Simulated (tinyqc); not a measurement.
Worked calculation: MP2 on RHF in the sto-3g basis, for HeH+, spin multiplicity 1. Computed by tinyqc, a small Python program that keeps every step (integrals from PySCF). Settings: charge = 1, multiplicity = 1, basis = sto-3g, method = RHF, energy threshold = 1e-10, iteration cap = 71, orthogonalisation = symmetric, start = atomic densities, DIIS depth = 6. Command: `OMP_NUM_THREADS=1 python tinyqc.py 27774 27775 out.jsonl` (the two numbers bound the seeds that draw the settings). One thread of a shared host (Intel(R) Xeon(R) Processor @ 2.60GHz), about 0.1 s of CPU time with the checks. The early iterations of the SCF are left out here.

## One-electron integrals

Geometry (angstrom):
```
atom        x        y        z
He    0.00000  0.00000  0.00000
H     0.00000  0.00000  0.84200
```

Basis sto-3g: exponents (1/bohr^2) and contraction coefficients of normalised primitives:
```
element  l (shell)  exponent  coefficient
He           s (1)   6.36242      0.15433
He           s (1)   1.15892      0.53533
He           s (1)   0.31365      0.44463
H            s (1)   3.42525      0.15433
H            s (1)   0.62391      0.53533
H            s (1)   0.16886      0.44463
```

Overlap, kinetic and nuclear-attraction integrals over the contracted functions; the nuclear repulsion is the sum of Za Zb / Rab.

nuclear repulsion = 1.2569530 hartree

overlap S:
```
         1He 1s    2H 1s
1He 1s  1.00000  0.49068
2H 1s   0.49068  1.00000
```

kinetic energy T (hartree):
```
         1He 1s    2H 1s
1He 1s  1.41176  0.15504
2H 1s   0.15504  0.76003
```

nuclear attraction V (hartree):
```
          1He 1s     2H 1s
1He 1s  -3.96119  -1.43954
2H 1s   -1.43954  -2.41180
```

core Hamiltonian H = T + V (hartree):
```
          1He 1s     2H 1s
1He 1s  -2.54943  -1.28450
2H 1s   -1.28450  -1.65176
```

## Two-electron integrals

Functions are numbered as in S; the eight-fold symmetry (ij|kl) = (ji|kl) = (kl|ij) leaves the list below.

Two-electron integrals (ij|kl) in chemists' order, unique and non-zero (hartree):
```
(11|11) 1.05571   (21|11) 0.39781   (21|21) 0.18392   (22|11) 0.56033
(22|21) 0.32673   (22|22) 0.77461
```

## Orthogonalisation

S = U s U^T; symmetric (Loewdin) form X = U s^(-1/2) U^T, so that X^T S X = 1.

eigenvalues of S: 0.50932  1.49068

X:
```
          1He 1s     2H 1s
1He 1s   1.11013  -0.29109
2H 1s   -0.29109   1.11013
```

## Iteration 10 (converged): orbitals

converged F (hartree):
```
          1He 1s     2H 1s
1He 1s  -1.54113  -0.96032
2H 1s   -0.96032  -0.76867
```

Diagonalise F' = X^T F X, C = X C', fill 1 alpha and 1 beta electrons from the bottom; D = 2 C_occ C_occ^T. Each column has its largest component positive (the first on a tie).

F' = X^T F X (hartree):
```
          1         2
1  -1.34377  -0.51846
2  -0.51846  -0.45724
```

orbital energies (hartree): MO1 -1.58262, MO2 -0.21839

coefficients C:
```
            MO1       MO2
1He 1s  0.88648  -0.72889
2H 1s   0.20013   1.13007
```

D after iteration 10:
```
         1He 1s    2H 1s
1He 1s  1.57168  0.35483
2H 1s   0.35483  0.08011
```

## Convergence

Stop when the energy changes by less than 1e-10 hartree and every element of the error matrix X^T (F D S - S D F) X is below 3e-06.

Course of the cycle:
```
iteration  E (hartree)     change  largest element of the error matrix
1           -2.3051880          -                             2.04e-01
2           -2.8497250  -5.45e-01                             5.44e-02
3           -2.8508974  -1.17e-03                             1.84e-02
4           -2.8509671  -6.98e-05                             1.34e-02
5           -2.8509934  -2.63e-05                             1.09e-02
6           -2.8510070  -1.36e-05                             9.39e-03
7           -2.8510153  -8.26e-06                             8.33e-03
8           -2.8510457  -3.04e-05                             7.07e-05
9           -2.8510457  -2.17e-09                             5.30e-06
10          -2.8510457  -1.20e-11                             7.25e-07
```

PySCF RHF in the same basis = -2.8510457 hartree

Converged in 10 iterations.

## Integrals over molecular orbitals

(pq|rs) = sum C_ip C_jq C_kr C_ls (ij|kl), one index at a time.

one-electron integrals over orbitals h = C^T H C (hartree):
```
          1         2
1  -2.52538   0.17431
2   0.17431  -1.34779
```

Two-electron integrals over orbitals (pq|rs), unique and non-zero (hartree):
```
(11|11) 0.94276    (21|11) -0.17431   (21|21) 0.13783    (22|11) 0.63362
(22|21) 0.04670    (22|22) 0.74965
```

## Second-order Moller-Plesset energy

Hartree-Fock energy = -2.8510457 hartree

E2 = sum_ijab (ia|jb) [2 (ia|jb) - (ib|ja)] / (e_i + e_j - e_a - e_b) over occupied i, j and virtual a, b; the opposite-spin part is (ia|jb)^2 / denominator, the rest is same-spin, and SCS-MP2 scales them by 6/5 and 1/3.

Terms:
```
i  j  a  b  (ia|jb)  (ib|ja)  denominator      term
1  1  2  2  0.13783  0.13783     -2.72847  -0.00696
```

Pair energies (hartree; pair i-j sums ij and ji):
```
pair  opposite spin  same spin
1-1        -0.00696    0.00000
```

MP2 correlation energy = -0.0069625 hartree

SCS-MP2 correlation energy = -0.0083550 hartree

MP2 total energy = -2.8580082 hartree
